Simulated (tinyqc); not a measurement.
What each parameter does: valley splitting in a one-orbital chain of atomic planes (second-neighbour model).

Each (001) plane carries one orbital with energy e0, hopping v to the next plane and u to the second: E(phi) = e0 + 2 v cos(phi) + 2 u cos(2 phi), where phi = pi - k a/4 (the sign of every second orbital is chosen so that v > 0, which shifts the phase by pi). The minimum lies at cos(phi0) = -v/(4u), phi0 = pi - (pi/2) k0 for a valley at k0 (2 pi/a), and e0 puts it at zero. A slab of N planes has hard walls: the matrix simply ends.

A well of Nw planes between barriers of 40 planes each (as of a SiGe alloy, taken as an offset alone). With x = j - 39.5 for plane j = 0, 1, ..., the potential is V0 (f(x) + f(Nw - x)) + F (j - 40) a/4, f(y) = 1/(1 + exp(y/L)), a step for L = 0; L is in planes, 4 L is about the distance over which f goes from 0.88 to 0.12, and 1 MV/m = 1e-4 V/angstrom.

Constants: hbar^2/2m0 = 3.80998211 eV angstrom^2.

Inputs chosen for the exercise (near those of the Delta valleys of silicon; abrupt walls in this chain split the valleys several times more than measured wells; not measured data):
- a = 5.424 angstrom (lattice constant; planes lie a/4 apart)
- k0 = 0.841 2 pi/a (position of the valley)
- ml = 0.899 m0 (longitudinal mass)
- V0 = 0.1 eV (barrier height)
- F = 15 MV/m (field)
- Nw = 79 (planes in the well)

Step interfaces (L = 0). u, v, e0 follow from 8 u sin^2(phi0) = (2c/ml)/(a/4)^2, v = -4u cos(phi0), e0 = 2u + v^2/(4u), c = hbar^2/2m0.

Results for these values:

| case | mean level (meV) | splitting (micro-eV) |
|---|---|---|
| base | 37.45 | 2099.4 |

What happens to each result for F = 30 MV/m, all else kept?

Answer: mean level falls from 37.45 to 9.65; splitting rises from 2099.4 to 4193.2.

The same for each parameter in turn:

| case | mean level (meV) | splitting (micro-eV) |
|---|---|---|
| base | 37.45 | 2099.4 |
| k0 = 0.851 2 pi/a | 37.45 | 2092.1 |
| ml = 0.989 m0 | 36.44 | 2099.9 |
| V0 = 0.15 eV | 39.78 | 2100.6 |
| F = 30 MV/m | 9.65 | 4193.2 |
| Nw = 80 | 37.45 | 2099.4 |

Run: tinyqc, `OMP_NUM_THREADS=1 python tinyqc.py 1480525 1480526 out.jsonl`; Intel(R) Xeon(R) Processor @ 2.30GHz, one thread, shared host; about 0.01 s of CPU time with all checks.
